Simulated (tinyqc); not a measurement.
Scale length and length offset from two DIBL values.

Inverse problem. DIBL = exp(-Le/(2 l)) + 2 exp(-Le/l) with Le = L - dL. Find l, dL and the drawn length for a DIBL of 100 mV/V.

DIBL at drawn lengths 100 and 170 nm (mV/V): [78.893114, 10.109735]

Solution. With e = exp(-Le/(2 l)), 2 e^2 + e = DIBL gives e and so Le/l at each length; Le/l is a straight line in L with slope 1/l.

l = 18.00 nm
dL = 3.900 nm
length for 100 mV/V = 92.47 nm

tinyqc, about 0.01 s, one thread, Intel Xeon 2.30GHz (shared host): `OMP_NUM_THREADS=1 python tinyqc.py 2002091 2002092 out.jsonl`
